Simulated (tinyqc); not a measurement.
Lattice vibrations of a chain, step by step. One step of it, computed by the program tinyqc.

Question. Dynamical matrix at q = 0.1. q is in units of 2 pi/a. A spring k from atom i to atom j, n cells on, adds k to Phi_ii and Phi_jj, -k exp(2 pi i q n) to Phi_ij and the conjugate to Phi_ji (for one atom a cell: 2k (1 - cos 2 pi q n)); D_ij = Phi_ij / sqrt(m_i m_j).

A chain moving along its axis:
```
atom   mass (u)  spring to the next atom (eV/angstrom^2)
1     74.400000                                16.400000
2      9.100000                                29.400000
3     85.600000                                16.200000
4     46.200000                                15.200000
```

Give: D(q).

Answer.

D(q) (eV/(angstrom^2 u)):
$$\begin{pmatrix}
0.425 & -0.630 & 0.000 & -0.210+0.152i \\
-0.630 & 5.033 & -1.053 & 0.000 \\
0.000 & -1.053 & 0.533 & -0.258 \\
-0.210-0.152i & 0.000 & -0.258 & 0.680
\end{pmatrix}$$
